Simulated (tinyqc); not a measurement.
MOS inversion layer, Poisson-Schroedinger loop: one step of the calculation.

Electrons confined at an insulator interface at z = 0, treated as a hard wall; parabolic valleys, Hartree approximation, no image or exchange terms. The depletion charge lies far deeper than the electrons and gives a uniform field q Nd/(eps0 eps_r); the gate balances all charge. Energies are counted from the band edge at the interface.

Question. Levels and probability densities. Tridiagonal Hamiltonian with psi = 0 one step beyond both ends: H_ii = C (1/m_(i-1/2) + 1/m_(i+1/2))/hz^2 + V0_i + U_i (+ dE for the set B), H_(i,i+1) = -C/(m_(i+1/2) hz^2), C = hbar^2/(2 m0). The lowest 2 level(s) of each valley set are kept, normalised to hz sum |psi|^2 = 1. The mass is the same on all intervals.

Parameters, values chosen for the exercise; masses and permittivity close to those of germanium (111):
- mz1 = 1.6 m0 (mass along z of valley set A (1 valley(s)))
- mz2 = 0.0926 m0 (mass along z of valley set B (3 valley(s)))
- dE = 0 eV (extra shift of set B (strain))
- hz = 2.4 nm (mesh step)

Constants: q = 1.602176634e-19 C, hbar = 1.054571817e-34 J s, m0 = 9.1093837015e-31 kg, hbar^2/(2 m0) = 0.0380998212 eV nm^2. Results are converted to the units shown.

```
node  fixed potential V0 (eV)  self-consistent potential U at the start (eV)
1                 0.005699965                                              0
2                 0.011399931                                              0
3                 0.017099896                                              0
4                 0.022799862                                              0
5                 0.028499827                                              0
6                 0.034199792                                              0
7                 0.039899758                                              0
8                 0.045599723                                              0
9                 0.051299688                                              0
10                0.056999654                                              0
11                0.062699619                                              0
12                0.068399585                                              0
13                0.074099550                                              0
14                0.079799515                                              0
15                0.085499481                                              0
```

Give: levels; |psi|^2 of A1; |psi|^2 of A2; |psi|^2 of B1; |psi|^2 of B2.

Answer.

levels (eV): A1 0.01148, A2 0.01921, B1 0.03073, B2 0.05343

```
node  |psi|^2 of A1 (1/nm)  |psi|^2 of A2 (1/nm)  |psi|^2 of B1 (1/nm)  |psi|^2 of B2 (1/nm)
1                   0.2975                0.1014                0.0308               0.02903
2                   0.1077                0.1627                0.0839               0.05150
3                   0.0109                0.1322                0.1058               0.02249
4                   0.0005                0.0192                0.0893               0.00001
5                   0.0000                0.0012                0.0573               0.02405
6                   0.0000                0.0000                0.0297               0.06391
7                   0.0000                0.0000                0.0129               0.07979
8                   0.0000                0.0000                0.0048               0.06690
9                   0.0000                0.0000                0.0016               0.04264
10                  0.0000                0.0000                0.0005               0.02196
11                  0.0000                0.0000                0.0001               0.00947
12                  0.0000                0.0000                0.0000               0.00349
13                  0.0000                0.0000                0.0000               0.00110
14                  0.0000                0.0000                0.0000               0.00029
15                  0.0000                0.0000                0.0000               0.00005
```

Computed by the program tinyqc: `OMP_NUM_THREADS=1 python tinyqc.py 2160011 2160012 out.jsonl`, one thread of a shared Intel Xeon 2.30GHz, about 0.9 s for the whole run.
